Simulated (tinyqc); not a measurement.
# The temperature window

Model: atomic layer deposition: Langmuir saturation, growth per cycle and coating of deep features. Computed by tinyqc, a small Python program. Command: `OMP_NUM_THREADS=1 python tinyqc.py 3028252 3028253 out.jsonl ald sweep`. One thread of a shared host (Intel(R) Xeon(R) Processor @ 2.30GHz), about 0.04 s of CPU time with the checks.

Precursor A sticks only on free sites, so a long enough pulse saturates; co-reactant B then frees the sites again.

Inputs (values chosen for the exercise, modelled on aluminium oxide from trimethylaluminium and water):
```
quantity                                 value      unit
precursor mass M                            72         u
site density q                             4.7    1/nm^2
growth per cycle at saturation G             1  angstrom
sticking probability beta on free sites  0.023         -
precursor pressure p                       5.2        Pa
pulse time t                             0.039         s
co-reactant completion per pulse c_B     0.999         -
desorption energy E_d                     1.97        eV
purge time t_p                              14         s
```

Constants: u = 1.6605390666e-27 kg; k_B = 1.380649e-23 J/K; k_B = 8.617333262e-05 eV/K.

Method:
- Wall flux F = p/sqrt(2 pi M k_B T); rate of filling k_a = beta F/q; desorption k_d = 1e13 exp(-E_d/(k_B T)) per second. 1/m^2 = 1e-18/nm^2.
- Temperatures in kelvin are T(C) + 273.15.
- One cycle from coverage th0: pulse A gives th1 = th_s + (th0 - th_s) exp(-(k_a + k_d) t), th_s = k_a/(k_a + k_d); the purge leaves th2 = th1 exp(-k_d t_p); pulse B converts c_B th2 into film and leaves th3 = (1 - c_B) th2. Growth = G c_B th2.
- The periodic state has th0 = th3: th0 = (1 - c_B) e_p th_s (1 - e_a)/(1 - (1 - c_B) e_p e_a), with e_a = exp(-(k_a + k_d) t), e_p = exp(-k_d t_p).
- Share of impinging molecules used = q (th1 - th0)/(F t).

One run for each value:
```
temperature T (C)  growth per cycle (angstrom)   k_d (1/s)  k_a (1/s)
150                                    0.99900  3.4436e-11     384.12
200                                    0.99900  1.0386e-08     363.25
250                                    0.99898  1.0519e-06     345.46
300                                    0.99833  4.7594e-05     330.05
350                                    0.98279  1.1680e-03     316.53
400                                    0.77838  1.7819e-02     304.55
450                                    0.07334  1.8650e-01     293.83
```

What does the table show, and why?

Over the rows, growth per cycle (angstrom) falls from 0.999 to 0.0733; k_d (1/s) rises from 3.44e-11 to 0.186. Among these rows desorption in the purge stays under 5 % up to 350 C and then closes the window from above. The sticking probability is held fixed here; a real one drops at low T, which closes the window from below. Left out: 500, 550 (far above the temperature window).

Caution (rows 350, 400, 450): many metal-organic precursors decompose at such temperatures, which adds growth left out here.
